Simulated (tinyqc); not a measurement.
Thermoelectric coefficients of one resonant level, Landauer integrals: two steps of the calculation.

Transmission X(x) = (g/2)^2/[(x - y)^2 + (g/2)^2] with x = (E - EF)/kB T, two spin channels. I_k = int X x^k w dx over all x, w = 1/(4 cosh^2(x/2)).

Values chosen for this exercise:
```
symbol,value,unit,meaning
T,30,K,temperature
g,0.9,,full width of the level over kB T
y,0.9,,level position (E0 - EF)/kB T
kp,0.14,,phonon heat conductance in units of pi^2 kB^2 T/(3 h)
```

Constants: q = 1.602176634e-19 C, kB = 1.380649e-23 J/K, h = 6.62607015e-34 J s. Results are converted to the units shown.

Problem 1. Coefficients. G = (2 q^2/h) I_0, S = -(kB/q) I_1/I_0, L/L0 = [I_2/I_0 - (I_1/I_0)^2]/(pi^2/3), K_e = (2 kB^2 T/h)(I_2 - I_1^2/I_0), ZT = G S^2 T/(K_e + K_ph), K_ph = kp pi^2 kB^2 T/(3 h).

converged I_0, I_1, I_2: 0.24395043  0.17243615  0.26588526

Find: G; S; L/L0; K_e; ZT; ZT without phonons.

Solution 1.

G = 18.902 uS
S = -60.912 uV/K
L/L0 = 0.17942
K_e = 2.4855 pW/K
ZT = 0.32565
ZT without phonons = 0.84644

The level lies above EF, so S is negative (electron-like). A level of zero width would give -(kB/q) y = -77.6 uV/K; S is 21 % below that in size.

Problem 2. Two limits for S. Narrow level: S = -(kB/q) y. Mott formula: S = -(pi^2/3)(kB/q) d ln X/dx at x = 0 = -(pi^2/3)(kB/q) 2 y/[y^2 + (g/2)^2].

Wanted: narrow-level S; Mott S.

Solution 2.

narrow-level S = -77.56 uV/K
Mott S = -504.0 uV/K

The integrals give -60.9 uV/K; the Mott value is 8.27 times that in size.

Computed by the program tinyqc: `OMP_NUM_THREADS=1 python tinyqc.py 2800106 2800107 out.jsonl`, one thread of a shared Intel Xeon 2.30GHz, about 0.03 s for the whole run.
